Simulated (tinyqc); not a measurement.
# Junction parameters from two forward currents

Question. D(v) = J1 (exp(v/Vt) - 1) + J2 (exp(v/(2 Vt)) - 1). Find J1, J2 and the voltage 2 Vt ln(J2/J1) near which both parts are equal.

Inputs (values chosen for the exercise): temperature T = 358 K.

Constants: q = 1.602176634e-19 C, kB = 1.380649e-23 J/K, Vt = kB T/q. Results are converted to the units shown.

junction voltages (V): [0.28, 0.69]
currents (uA/um): [2.9654250e-6, 0.0052999174]

Solution. The current is linear in J1 and J2, so two points give two equations.

J1 = 5.800e-13 uA/um
J2 = 3.200e-8 uA/um
crossover = 0.6737 V

Numbers from tinyqc (`OMP_NUM_THREADS=1 python tinyqc.py 2182046 2182047 out.jsonl`; about 0.2 s on one thread of a shared Intel Xeon 2.30GHz).
